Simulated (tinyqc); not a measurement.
Traps spread exponentially in energy.

For traps of total density Nt spread as exp(-E/kB Tc) below the band edge, with l = Tc/T: J = q mu Nc [eps0 eps_r l/(q Nt (l + 1))]^l [(2 l + 1)/(l + 1)]^(l + 1) V^(l + 1)/L^(2 l + 1). It needs trapped charge far above free charge, so only rows below a fifth of the trap-free current (9/8) eps0 eps_r mu V^2/L^3 are listed.

Parameters, values chosen for the exercise: relative permittivity eps_r = 15.5; mobility mu = 8.5 cm^2/(V s); thickness L = 690 nm; band density of states Nc = 4.2e20 cm^-3; trap density Nt = 5.8e17 cm^-3; voltage V = 7.6 V.

Constants: q = 1.602176634e-19 C, eps0 = 8.8541878128e-14 F/cm where lengths are in cm. Results are converted to the units shown.

Results:
```
l	exponent of V	exponent of 1/L	J (A/cm^2)
4	5.0000	9.0000	150.62
4.8	5.8000	10.600	12.928
5.7	6.7000	12.400	0.81928
7.3	8.3000	15.600	0.0061074
8.2	9.2000	17.400	3.8897e-4
9	10.000	19.000	3.3665e-5
```

Estimate the missing row, l = 6.5.

Computed row:
```
l	exponent of V	exponent of 1/L	J (A/cm^2)
6.5	7.5000	14.000	0.070690
```

With this row back in the table: J falls from 151 to 3.37e-5 A/cm^2 at V = 7.6 V, well below q Nt L^2/(2 eps0 eps_r) = 161 V, near which the curves for different l come together. A slope above 2 on a log-log plot gives l, and its change with temperature tests the model.

Computed by the program tinyqc: `OMP_NUM_THREADS=1 python tinyqc.py 2370119 2370120 out.jsonl`, one thread of a shared Intel Xeon 2.30GHz, about 0.01 s for the whole run.
